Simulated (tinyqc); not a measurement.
What each parameter does: exciton in an atomically thin sheet (Rytova-Keldysh potential).

Relative motion in the plane with V(k) = -2 pi q/(k (kap + r0 k)), q = e^2/(4 pi eps0), c = hbar^2/2m0. Normalised Gaussians exp(-a_i r^2): with A = a_i + a_j, S_ij = 2 sqrt(a_i a_j)/A, T_ij = (4c/mu)(a_i a_j/A) S_ij, V_ij = -q S_ij times the integral over k from 0 to infinity of exp(-k^2/4A)/(kap + r0 k).

Converged values use 20 Gaussians with exponents 2^i/b^2, i = -11 to 8, b the larger of a0 kap/(2 mu) and sqrt(a0 r0/mu), a0 = 0.5291772 angstrom; p states use r exp(i theta) exp(-a r^2).

Constants: hbar^2/2m0 = 3.80998211 eV angstrom^2; e^2/(4 pi eps0) = 14.39964547 eV angstrom.

Inputs chosen for the exercise (near those of a MoTe2 monolayer; the results hold for these values, not for the real material):
- me = 0.573 m0 (electron mass)
- mh = 0.591 m0 (hole mass)
- kap = 1 (mean dielectric constant of the surroundings)
- r0 = 68.4 angstrom (screening length of the sheet)
- Eg = 1.655 eV (gap, in these surroundings)

1/mu = 1/me + 1/mh; converged values. Eg is held fixed when kap or r0 changes: the shrinking of the gap by stronger screening, which offsets most of the shift of the 1s line, is left out.

Results for these values:

| case | 1s binding (meV) | 2s - 1s (meV) | 2s - 2p (meV) | 1s line (eV) |
|---|---|---|---|---|
| base | 395.7 | 193.4 | 39.6 | 1.259 |

What happens to each result for mh = 0.473 m0, all else kept?

Answer: 1s binding falls from 395.7 to 385.0; 2s - 1s falls from 193.4 to 191.2; 2s - 2p falls from 39.6 to 38.8; 1s line rises from 1.259 to 1.270.

The same for each parameter in turn:

| case | 1s binding (meV) | 2s - 1s (meV) | 2s - 2p (meV) | 1s line (eV) |
|---|---|---|---|---|
| base | 395.7 | 193.4 | 39.6 | 1.259 |
| me = 0.688 m0 | 403.9 | 195.0 | 40.2 | 1.251 |
| mh = 0.473 m0 | 385.0 | 191.2 | 38.8 | 1.270 |
| kap = 1.3 | 347.8 | 182.8 | 35.8 | 1.307 |
| r0 = 54.7 angstrom | 469.0 | 236.4 | 47.6 | 1.186 |
| Eg = 1.74 eV | 395.7 | 193.4 | 39.6 | 1.344 |

(tinyqc, `OMP_NUM_THREADS=1 python tinyqc.py 1250047 1250048 out.jsonl`, Intel(R) Xeon(R) Processor @ 2.30GHz, 1 thread, shared host, about 0.01 s.)
